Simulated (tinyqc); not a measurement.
# Thermoelectric coefficients of one resonant level, Landauer integrals: effects of single changes

Transmission X(x) = (g/2)^2/[(x - y)^2 + (g/2)^2] with x = (E - EF)/kB T, two spin channels. I_k = int X x^k w dx over all x, w = 1/(4 cosh^2(x/2)).

Parameters, values chosen for the exercise:
- T = 4 K (temperature)
- g = 6.4 (full width of the level over kB T)
- y = -0.8 (level position (E0 - EF)/kB T)
- kp = 0.22 (phonon heat conductance in units of pi^2 kB^2 T/(3 h))

Constants: q = 1.602176634e-19 C, kB = 1.380649e-23 J/K, h = 6.62607015e-34 J s. Results are converted to the units shown.

Each table varies one quantity; the others keep the values above.

## Effect of the level position

G = (2 q^2/h) I_0, S = -(kB/q) I_1/I_0, L/L0 = [I_2/I_0 - (I_1/I_0)^2]/(pi^2/3), K_e = (2 kB^2 T/h)(I_2 - I_1^2/I_0), ZT = G S^2 T/(K_e + K_ph), K_ph = kp pi^2 kB^2 T/(3 h).

Effect of the level position:
```
y,G (uS),S (uV/K),L/L0,ZT,ZT without phonons
0.5,63.26,-11.33,0.6582,0.006630,0.007987
1.2,59.77,-26.65,0.6812,0.03530,0.04269
1.9,54.14,-40.68,0.7219,0.07703,0.09383
2.7,46.37,-54.33,0.7867,0.1245,0.1536
3.4,39.41,-63.69,0.8549,0.1550,0.1943
4.1,32.96,-70.44,0.9282,0.1711,0.2188
4.8,27.35,-74.58,1.001,0.1735,0.2276
5.6,22.05,-76.45,1.074,0.1637,0.2226
6.3,18.32,-76.00,1.127,0.1485,0.2098
7,15.32,-74.09,1.165,0.1306,0.1930
```

G falls from 63.3 to 15.3 uS; |S| goes from 11.3 through a maximum of 76.4 (at y = 5.6 among the rows listed) to 74.1 uV/K: far from the level its Lorentzian tail at EF carries the current, and S falls back towards the Mott value. L/L0 rises from 0.658 to 1.16, and ZT goes from 0.00663 through a maximum of 0.174 (at y = 4.8 among the rows listed) to 0.131.

## Effect of the level width

Same model as above.

Effect of the level width:
```
g,G (uS),S (uV/K),L/L0,ZT,ZT without phonons
0.042,1.084,68.13,0.009424,0.02413,20.16
0.1,2.548,67.04,0.02220,0.05463,8.287
0.25,6.171,64.33,0.05402,0.1180,3.136
0.6,13.78,58.59,0.1221,0.1897,1.151
1.4,27.56,47.95,0.2518,0.1678,0.3738
3.5,48.89,30.32,0.4833,0.05723,0.07787
8.4,66.66,13.27,0.7433,0.008275,0.009698
20,74.79,3.736,0.9191,5.531e-4,6.217e-4
```

What does the table show?

ZT without phonons falls from 20.2 to 6.22e-4, while ZT with phonons goes from 0.0241 through a maximum of 0.190 (at g = 0.6 among the rows listed) to 5.53e-4; L/L0 rises from 0.00942 to 0.919. A narrow level filters energy well but conducts little, so a fixed phonon conductance sets a best width.

Computed by the program tinyqc: `OMP_NUM_THREADS=1 python tinyqc.py 2800039 2800040 out.jsonl`, one thread of a shared Intel Xeon 2.30GHz, about 0.01 s for the whole run.
